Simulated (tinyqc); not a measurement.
Quantum well in an electric field by finite differences: one step. The tridiagonal Hamiltonian. Three cases, with inputs chosen for the exercise.

Problem. Form the diagonal and the neighbouring elements; V in the grid already includes the field.

Finite differences on points z_i at the centres of cells of width h: H_ii = (c/h^2)(1/m_(i-1/2) + 1/m_(i+1/2)) + V_i, H_(i,i+1) = -(c/h^2)/m_(i+1/2), where m_(i+1/2) is the mean of the masses at the two points (the end values are repeated outwards), psi = 0 on the points beyond both ends, c = hbar^2/2m0. The field adds e F (z - z0) with z0 the middle of the structure; 1 kV/cm = 1e-5 eV/angstrom.

Constants: hbar^2/2m0 = 3.80998211 eV angstrom^2.

Give: diagonal H_ii; H_(i,i+1).

Case 1.

Values chosen (out of a larger set: near those of a non-polar GaN well in AlGaN; not measured data): h = 13 angstrom (cell width of the coarse grid).

Grid:

| i | z (angstrom) | V (eV) | m (m0) |
|---|---|---|---|
| 1 | 6.500 | 0.233600 | 0.222000 |
| 2 | 19.500 | 0.240880 | 0.222000 |
| 3 | 32.500 | 0.248160 | 0.222000 |
| 4 | 45.500 | -0.014560 | 0.198000 |
| 5 | 58.500 | -0.007280 | 0.198000 |
| 6 | 71.500 | 0.000000 | 0.198000 |
| 7 | 84.500 | 0.007280 | 0.198000 |
| 8 | 97.500 | 0.014560 | 0.198000 |
| 9 | 110.500 | 0.291840 | 0.222000 |
| 10 | 123.500 | 0.299120 | 0.222000 |
| 11 | 136.500 | 0.306400 | 0.222000 |

Solution.

diagonal H_ii (eV): 0.4367  0.4440  0.4571  0.2067  0.2204  0.2277  0.2350  0.2358  0.5007  0.5022  0.5095

H_(i,i+1) (eV): -0.1016  -0.1016  -0.1074  -0.1139  -0.1139  -0.1139  -0.1139  -0.1074  -0.1016  -0.1016

Case 2.

Values chosen (out of a larger set: near those of an InGaAs well in InP; not measured data): h = 33 angstrom (cell width of the coarse grid).

Grid:

| i | z (angstrom) | V (eV) | m (m0) |
|---|---|---|---|
| 1 | 16.500 | 0.188480 | 0.083600 |
| 2 | 49.500 | 0.199040 | 0.083600 |
| 3 | 82.500 | 0.209600 | 0.083600 |
| 4 | 115.500 | -0.015840 | 0.040300 |
| 5 | 148.500 | -0.005280 | 0.040300 |
| 6 | 181.500 | 0.005280 | 0.040300 |
| 7 | 214.500 | 0.015840 | 0.040300 |
| 8 | 247.500 | 0.262400 | 0.083600 |
| 9 | 280.500 | 0.272960 | 0.083600 |
| 10 | 313.500 | 0.283520 | 0.083600 |

Solution.

diagonal H_ii (eV): 0.2722  0.2827  0.3079  0.1274  0.1683  0.1789  0.1591  0.3607  0.3567  0.3672

H_(i,i+1) (eV): -0.0418  -0.0418  -0.0565  -0.0868  -0.0868  -0.0868  -0.0565  -0.0418  -0.0418

Case 3.

Values chosen (out of a larger set: near those of an InGaAs well in InP; not measured data): h = 21 angstrom (cell width of the coarse grid).

Grid:

| i | z (angstrom) | V (eV) | m (m0) |
|---|---|---|---|
| 1 | 10.500 | 0.222210 | 0.076200 |
| 2 | 31.500 | 0.226830 | 0.076200 |
| 3 | 52.500 | 0.231450 | 0.076200 |
| 4 | 73.500 | -0.006930 | 0.041300 |
| 5 | 94.500 | -0.002310 | 0.041300 |
| 6 | 115.500 | 0.002310 | 0.041300 |
| 7 | 136.500 | 0.006930 | 0.041300 |
| 8 | 157.500 | 0.254550 | 0.076200 |
| 9 | 178.500 | 0.259170 | 0.076200 |
| 10 | 199.500 | 0.263790 | 0.076200 |

Solution.

diagonal H_ii (eV): 0.4490  0.4536  0.4919  0.3493  0.4161  0.4207  0.3632  0.5150  0.4859  0.4905

H_(i,i+1) (eV): -0.1134  -0.1134  -0.1471  -0.2092  -0.2092  -0.2092  -0.1471  -0.1134  -0.1134

Computed by tinyqc, one run a case: `OMP_NUM_THREADS=1 python tinyqc.py N N+1 out.jsonl` with N = 1280651, 1280860, 1280871; one thread of a shared Intel(R) Xeon(R) Processor @ 2.30GHz, about 0.03 s a run at most.
